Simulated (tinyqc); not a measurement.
Composition and strain of an epitaxial Si(1-x)Ge(x) layer from Raman and X-ray peaks: one step, computed by the program tinyqc. Command: `OMP_NUM_THREADS=1 python tinyqc.py 3003065 3003066 out.jsonl epiraman walk`. One thread of a shared host (Intel(R) Xeon(R) Processor @ 2.30GHz), about 0.01 s of CPU time with the checks.

A (001) layer, biaxially strained in the plane. The Raman peaks follow empirical lines omega = w0 + c1 x + c3 x^3 + b eps (c3 for Si-Ge alone), with eps the in-plane strain.

Task: X-ray (004) reflection. Bragg angle theta = arcsin(2 lambda/a) for (004), for the substrate with a_sub and the layer with a_perp; separation in arc seconds.

Inputs (values chosen for the exercise, modelled on silicon-germanium): X-ray wavelength = 1.540598 angstrom.

Substrate: silicon.

substrate constant a_sub = 5.431 angstrom

a_perp = 5.675566 angstrom

Give: theta of the substrate; theta of the layer; separation, layer less substrate.

Result:

theta of the substrate = 34.56 degree

theta of the layer = 32.88 degree

separation, layer less substrate = -6063 arcsec

Caution: strains above 2 % survive only in layers a few nanometres thick, and the linear relations lose accuracy.
